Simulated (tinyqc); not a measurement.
Margin needed against array size.

Cells fail independently with probability Q(k) = erfc(k/sqrt(2))/2 when the margin is k standard deviations, and Y = exp(-Nb Q(k)). phi = exp(-k^2/2)/sqrt(2 pi).  k solves Y = exp(-Nb Q(k)); the estimate is sqrt(2 ln(Nb/(-ln Y))).

Values chosen for this exercise:
- Y = 0.59 (wanted yield)

Margin needed against array size:
```
Nb          allowed Q      k  estimate
512          0.001031  3.081     3.709
8192         6.441e-5  3.829     4.393
131072       4.026e-6  4.464     4.985
2097152      2.516e-7  5.025     5.513
33554432     1.572e-8  5.533     5.995
536870912   9.828e-10  6.001     6.441
8589934592  6.142e-11  6.436     6.858
```

A 1.68e7-fold larger array raises k only from 3.08 to 6.44; the last factor of 16 costs 0.44 standard deviations. The estimate, which drops the factor 1/(k sqrt(2 pi)) of the tail, is 20 % above k in the first row and 6.6 % above it in the last.

Program tinyqc, `OMP_NUM_THREADS=1 python tinyqc.py 2090069 2090070 out.jsonl`; Intel Xeon 2.30GHz, shared host, one thread, about 0.01 s.
